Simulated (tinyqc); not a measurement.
MOS capacitor with interface traps: C-V stretch-out, conductance peak and subthreshold swing: one step, computed by the program tinyqc. Command: `OMP_NUM_THREADS=1 python tinyqc.py 3027323 3027324 out.jsonl mostraps walk`. One thread of a shared host (Intel(R) Xeon(R) Processor @ 2.30GHz), about 0.01 s of CPU time with the checks.

Energies at the interface are counted from the valence band. psi > 0 means bending towards depletion, so the surface potential is -psi. Boltzmann statistics, full ionisation, no quantum confinement. Traps are neutral when filled up to E_n, with a sharp (zero-temperature) occupation.

Problem. Substrate and insulator. N_c = 2 M_c (2 pi m_e k_B T/h^2)^(3/2) and N_v = 2 (2 pi m_h k_B T/h^2)^(3/2), masses in units of m_0. n_i = sqrt(N_c N_v) exp(-E_g/2 k_B T); E_F = E_g - k_B T ln(N_c/N); phi_B = (k_B T/e) ln(N/n_i); L_D = sqrt(eps_s eps_0 k_B T/(e^2 N)); C_ox = eps_ox eps_0/t_ox.

Inputs (values chosen for the exercise, modelled on beta-Ga2O3, with an insulator like SiO2):

| quantity | value | unit |
|---|---|---|
| gap E_g | 4.86 | eV |
| electron mass m_e | 0.289 | m_0 |
| valleys M_c | 1 | - |
| hole mass m_h | 3.07 | m_0 |
| dielectric constant eps_s | 10.5 | - |
| doping N | 9.8e+16 | cm^-3 |
| insulator constant eps_ox | 3.85 | - |
| insulator thickness t_ox | 11 | nm |
| temperature T | 350 | K |

Substrate: n-type. Trap spectrum: flat plus a Gaussian peak.

Constants: m_0 = 9.1093837015e-31 kg; k_B = 1.380649e-23 J/K; h = 6.62607015e-34 J s; k_B = 8.617333262e-05 eV/K; eps_0 = 8.8541878128e-12 F/m; e = 1.602176634e-19 C.

Give: k_B T; n_i; bulk E_F; phi_B; Debye length L_D; C_ox; effective density of states of the majority band.

Solution.

k_B T = 0.03016 eV

n_i = 2.955e-16 cm^-3

bulk E_F = 4.742 eV

phi_B = 2.258 V

Debye length L_D = 13.36 nm

C_ox = 0.3099 microF/cm^2

effective density of states of the majority band = 4.913e+18 cm^-3
